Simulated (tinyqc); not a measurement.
## Off-state leakage of single and stacked transistors: subthreshold current against the height of the stack

n-channel devices of unit width. Subthreshold current I(Vg, Vs, Vd) = I0 (T/300 K)^0.5 exp[(Vg - Vs - VT(T) - gb (Vs - Vb) + dd (Vd - Vs))/(nf Vt)] (1 - exp(-(Vd - Vs)/Vt)), VT(T) = VT - cT (T - 300 K). Gate-edge tunnelling Ig (Vd/1 V) exp(ag (Vd - 1 V)), for a gate at 0 V, and band-to-band leakage Ab u exp(-Bb/u), u = Vd - Vb + 1 V, flow at a drain held at V; both are taken as independent of T. In a stack of off transistors (all gates at 0 V) the same subthreshold current passes through each.

All n gates at 0 V, bottom source at 0 V, top drain at V; node voltages follow from equal currents.

Parameters, values chosen for the exercise; values of the order met in bulk silicon logic transistors:
```
symbol  value   unit                                             meaning
T         330      K                                         temperature
V         0.8      V                                      supply voltage
VT        0.3      V        threshold at 300 K, zero drain and body bias
cT        0.7   mV/K              fall of the threshold with temperature
I0       0.44  uA/um                       current at threshold at 300 K
nf        1.4                                               slope factor
dd        0.1                            drain-induced lowering per volt
gb       0.18         rise of the threshold per volt of source-body bias
Vb       -0.3      V                                        body voltage
```

Constants: q = 1.602176634e-19 C, kB = 1.380649e-23 J/K, Vt = kB T/q. Results are converted to the units shown.

Result of one run:

| I (nA/um) | reduction factor | drain voltage of the bottom device (mV) | source voltage of the top device (mV) | voltage across the top device (V) |
|---|---|---|---|---|
| 0.05911 | 13.57 | 20.96 | 81.12 | 0.7189 |

Which number of transistors in series n gave this result: 2, 3, 4, 5 or 6?

n = 3.

The whole series:

| n | I (nA/um) | reduction factor | drain voltage of the bottom device (mV) | source voltage of the top device (mV) | voltage across the top device (V) |
|---|---|---|---|---|---|
| 1 | 0.8022 | 1.000 | 800.0 | 0 | 0.8000 |
| 2 | 0.1111 | 7.222 | 61.50 | 61.50 | 0.7385 |
| 3 | 0.05911 | 13.57 | 20.96 | 81.12 | 0.7189 |
| 4 | 0.04030 | 19.91 | 12.82 | 93.03 | 0.7070 |
| 5 | 0.03058 | 26.23 | 9.255 | 101.6 | 0.6984 |
| 6 | 0.02464 | 32.55 | 7.249 | 108.3 | 0.6917 |

The second transistor cuts the current by a factor of 7.22, the third by a further 1.88 and the sixth by 1.24. The top device keeps 86.5 % of the supply at n = 6, while the drain voltage of the bottom one falls to 0.255 Vt.

Numbers from tinyqc (`OMP_NUM_THREADS=1 python tinyqc.py 2242119 2242120 out.jsonl`; about 0.03 s on one thread of a shared Intel Xeon 2.30GHz).
